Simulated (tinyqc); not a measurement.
Worked calculation: alloy A(1-x)B(x) by interpolation with bowing. Values are carried at full precision from step to step, so a last printed digit may differ when a step is redone from the rounded ones.

Each gap follows E(x) = (1 - x) E_A + x E_B - C x (1 - x); the lattice constant follows Vegard, a(x) = (1 - x) a_A + x a_B.

Constants: hc = 1239.841984 eV nm; kB = 8.617333262e-05 eV/K.

Inputs chosen for the exercise (A near Ge, B near Si; not measured data):
- a = (5.658, 5.425) angstrom (lattice constant of A, B)
- x = 0.19 (fraction of B)
- Eg = (0.891, 4.126) eV (gap at Gamma to the s-like level of A, B)
- EgX = (0.936, 1.163) eV (gap to the lowest valley along Gamma-X of A, B)
- EgL = (0.738, 2.098) eV (gap to L of A, B)
- C = (0.175, 0.177, 0) eV (bowing of the Gamma, X and L gaps)
- Dso = (0.291, 0.044) eV (spin-orbit splitting of A, B)
- Ep = (26.6, 21.8) eV (Kane energy of A, B)
- me = (0.038, 0.1995) m0 (electron mass at Gamma of A, B)
- Cs = 0 eV (bowing of Dso)
- md = (0.064, 1, 0.55) m0 (density-of-states masses of Gamma, all X and all L valleys)
- T = 300 K (temperature)

## Gaps and lattice constant at x

Also give the wavelength hc/E of the lowest gap.

a(x) = 5.6137 angstrom

linear parts (eV): Gamma 1.5056, X 0.9791, L 0.9964

bowing terms C x (1 - x) (eV): Gamma 0.0269, X 0.0272, L 0.0000

gaps (eV): Gamma 1.4787, X 0.9519, L 0.9964

wavelength of the lowest gap = 1302.5 nm

The lowest valley is X, so the gap is indirect; the next, L, lies 45 meV higher.

## Where the valleys cross

The difference of two gaps is a quadratic q2 x^2 + q1 x + q0 with q2 = C_i - C_j, q1 = (E_B - E_A - C)_i - (E_B - E_A - C)_j, q0 = E_A,i - E_A,j; give its roots between 0 and 1 (a dash: none).

Crossings:
```
pair         q2      q1      q0  first root  second root
Gamma-X  -0.002   3.010  -0.045      0.0150            -
Gamma-L   0.175   1.700   0.153           -            -
X-L       0.177  -1.310   0.198      0.1544            -
```

The lowest valley changes at x = 0.154 (L to X, gap 0.948 eV). The other crossings lie above the lowest valley.

## Electron mass of the alloy

Mass at Gamma from the Kane formula 1/m = F + Ep (Eg + 2 Dso/3)/(Eg (Eg + Dso)). F is fixed by the masses of A and B and interpolated linearly, as is Ep; Eg and Dso carry their bowing.

Compare with the linear interpolation of the masses.

F of A, B: [-1.0884, -0.2525]

Ep, Eg, Dso at x (eV): [25.6880, 1.4787, 0.2441]

m(x) from the Kane formula = 0.0640 m0
m(x) linear = 0.0687 m0

The Kane value lies 6.8 % below the linear one. The Gamma valley is not the lowest at this x.

## Shares of the electrons in the valleys

Non-degenerate: n_i proportional to md_i^(3/2) exp(-E_i/kT).

md^(3/2): Gamma 0.0162, X 1.0000, L 0.4079

(E - E_min)/kT: Gamma 20.38, X 0.00, L 1.72

shares: Gamma 0.000, X 0.932, L 0.068

X holds most electrons (93.2 %).

## Checks

- The Gamma and X gaps at their crossing x = 0.0150 (eV): both 0.9368.
- The X and L gaps at their crossing x = 0.1544 (eV): both 0.9479.

(tinyqc, `OMP_NUM_THREADS=1 python tinyqc.py 1051280 1051281 out.jsonl`, Intel(R) Xeon(R) Processor @ 2.30GHz, 1 thread, shared host, about 0.01 s.)
